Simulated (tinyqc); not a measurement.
Tight binding, kagome lattice, step by step. Computed by tinyqc, a small Python program that keeps every step. Settings: t1 = 1.91, t2 = 1.91, delta = 0.4, bands filled = 2. Command: `OMP_NUM_THREADS=1 python tinyqc.py 28057 28058 out.jsonl` (the two numbers bound the seeds that draw the settings). One thread of a shared host (Intel(R) Xeon(R) Processor @ 2.60GHz), about 0.01 s of CPU time with the checks.

## Bloch Hamiltonian at k

Parameters chosen for this model:
```
parameter     value                unit
t1         1.910000    eV, up triangles
t2         1.910000  eV, down triangles
delta      0.400000        eV on site C
```

k point k (fractions of the reciprocal vectors): -0.2900  0.0800

H_AB = -t1 - t2 exp(-i k.a1), H_AC = -t1 - t2 exp(-i k.a2), H_BC = -t1 - t2 exp(i k.(a1 - a2)), H_CC = delta.

H(k) at k (eV):
```
                 A                B                C
A           0.0000  -1.4350-1.8500i  -3.5837+0.9201i
B  -1.4350+1.8500i           0.0000  -0.6025+1.3923i
C  -3.5837-0.9201i  -0.6025-1.3923i           0.4000
```

## Levels at k

Diagonalise the Hermitian matrix.

eigenvalues (eV): -5.0146  1.4225  3.9921

weights |c|^2 of the basis functions:
```
   band 1  band 2  band 3
A  0.4286  0.0512  0.5202
B  0.2322  0.7397  0.0281
C  0.3392  0.2091  0.4518
```

## Bloch Hamiltonian at K

k point K (fractions of the reciprocal vectors): 0.3333  0.6667

As before.

H(k) at K (eV):
```
                 A                B                C
A           0.0000  -0.9550+1.6541i  -0.9550-1.6541i
B  -0.9550-1.6541i           0.0000  -0.9550+1.6541i
C  -0.9550+1.6541i  -0.9550-1.6541i           0.4000
```

## Levels at K

As before.

eigenvalues (eV): -1.9100  -1.6497  3.9597

weights |c|^2 of the basis functions:
```
   band 1  band 2  band 3
A  0.5000  0.1827  0.3173
B  0.5000  0.1827  0.3173
C  0.0000  0.6346  0.3654
```

## Bands along a path

The same steps at evenly spaced points between the labelled ones.

Bands along the path (eV):
```
k           band 1   band 2  band 3
G          -7.5097   3.8200  4.0897
G-K 0.20   -7.1816   3.6366  3.9450
G-K 0.40   -6.2547   2.7455  3.9092
G-K 0.60   -4.8917   1.3770  3.9148
G-K 0.80   -3.3335  -0.1987  3.9321
K          -1.9100  -1.6497  3.9597
K-M 0.20   -2.3690  -1.2075  3.9766
K-M 0.40   -2.8981  -0.6959  3.9940
K-M 0.60   -3.2958  -0.3140  4.0098
K-M 0.80   -3.5419  -0.0792  4.0211
M          -3.6252        0  4.0252
M-K' 0.20  -3.5419  -0.0792  4.0211
M-K' 0.40  -3.2958  -0.3140  4.0098
M-K' 0.60  -2.8981  -0.6959  3.9940
M-K' 0.80  -2.3690  -1.2075  3.9766
K'         -1.9100  -1.6497  3.9597
```

With 2 band(s) filled, the highest filled level on these points lies at G and the lowest empty one at G-K 0.40: a gap of 0.0892 eV, indirect.
